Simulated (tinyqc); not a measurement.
Short-period [001] superlattice in sp3s* tight binding: one step. The matrix for n = 1, m = 1 at q = 0. Two cases, with inputs chosen for the exercise.

Question. Planes in the order a1, c1, a2, c2, ...; the A cations come first.

Planes alternate anion, cation along [001], a/4 apart; at zero in-plane momentum s, pz, s* form one block. All levels of A are shifted so that its Ev (lower root of [[Epa, Vxx], [Vxx, Epc]]) is 0, and those of B so that its Ev is -dEv. A monolayer is an anion plane and the cation plane above it; an anion between unlike cations takes the mean of the two anion levels; each bond takes the couplings of its cation. Block from an anion to the cation above: U with Vss/2 (s,s), Vsapc/2 (s,z), -Vscpa/2 (z,s), Vxx/2 (z,z), Vxapc/2 (s*,z), -Vpaxc/2 (z,s*); to the cation below: the same with the s-z and s*-z signs reversed. The cell of n + m monolayers is closed with the phase exp(2 pi i q). No spin-orbit coupling. In this block 2 (n + m) levels are filled.

Case 1.

Values chosen (A near a published set for GaAs, B for AlAs; shifted at random, so the results belong to these values and not to a real crystal): pA = (-8.35, 1.043, -2.661, 3.667, 8.566, 6.743, -6.446, 1.953, 5.068, 4.481, 5.796, 4.833, 4.797) eV (order Esa, Epa, Esc, Epc, Exa, Exc, Vss, Vxx, Vxy, Vsapc, Vscpa, Vxapc, Vpaxc); pB = (-7.523, 0.981, -1.165, 3.591, 7.465, 6.732, -6.672, 1.881, 4.29, 5.113, 5.511, 4.516, 5.005) eV (the same for B); dEv = 0.56 eV (valence offset: Ev(B) lies this far below Ev(A)); n = 1 (monolayers of A); m = 1 (monolayers of B).

Case 2.

Values chosen (A near a published set for GaAs, B for AlAs; shifted at random, so the results belong to these values and not to a real crystal): pA = (-8.345, 1.039, -2.661, 3.673, 8.605, 6.721, -6.462, 1.959, 5.09, 4.475, 5.784, 4.85, 4.799) eV (order Esa, Epa, Esc, Epc, Exa, Exc, Vss, Vxx, Vxy, Vsapc, Vscpa, Vxapc, Vpaxc); pB = (-7.516, 0.982, -1.163, 3.58, 7.471, 6.736, -6.648, 1.883, 4.281, 5.118, 5.494, 4.534, 4.999) eV (the same for B); dEv = 0.43 eV (valence offset: Ev(B) lies this far below Ev(A)); n = 1 (monolayers of A); m = 1 (monolayers of B).

Give: H.

Answer.

Case 1.

H (eV), lower triangle:
```
,sa1,za1,*a1,sc1,zc1,*c1,sa2,za2,*a2,sc2,zc2,*c2
sa1,-8.216
za1,0,0.733
*a1,0,0,7.736
sc1,-3.223,-2.898,0,-2.663
zc1,2.240,0.977,2.417,0,3.665
*c1,0,-2.398,0,0,0,6.741
sa2,0,0,0,-3.223,-2.240,0,-8.216
za2,0,0,0,2.898,0.977,2.398,0,0.733
*a2,0,0,0,0,-2.417,0,0,0,7.736
sc2,-3.336,2.756,0,0,0,0,-3.336,-2.756,0,-1.722
zc2,-2.557,0.941,-2.258,0,0,0,2.557,0.941,2.258,0,3.034
*c2,0,2.502,0,0,0,0,0,-2.502,0,0,0,6.175
```

Case 2.

H (eV), lower triangle:
```
,sa1,za1,*a1,sc1,zc1,*c1,sa2,za2,*a2,sc2,zc2,*c2
sa1,-8.140
za1,0,0.801
*a1,0,0,7.829
sc1,-3.231,-2.892,0,-2.656
zc1,2.237,0.980,2.425,0,3.678
*c1,0,-2.400,0,0,0,6.726
sa2,0,0,0,-3.231,-2.237,0,-8.140
za2,0,0,0,2.892,0.980,2.400,0,0.801
*a2,0,0,0,0,-2.425,0,0,0,7.829
sc2,-3.324,2.747,0,0,0,0,-3.324,-2.747,0,-1.586
zc2,-2.559,0.942,-2.267,0,0,0,2.559,0.942,2.267,0,3.157
*c2,0,2.499,0,0,0,0,0,-2.499,0,0,0,6.313
```

Computed by tinyqc, one run a case: `OMP_NUM_THREADS=1 python tinyqc.py N N+1 out.jsonl` with N = 1450145, 1450533; one thread of a shared Intel(R) Xeon(R) Processor @ 2.30GHz, about 0.7 s a run at most.
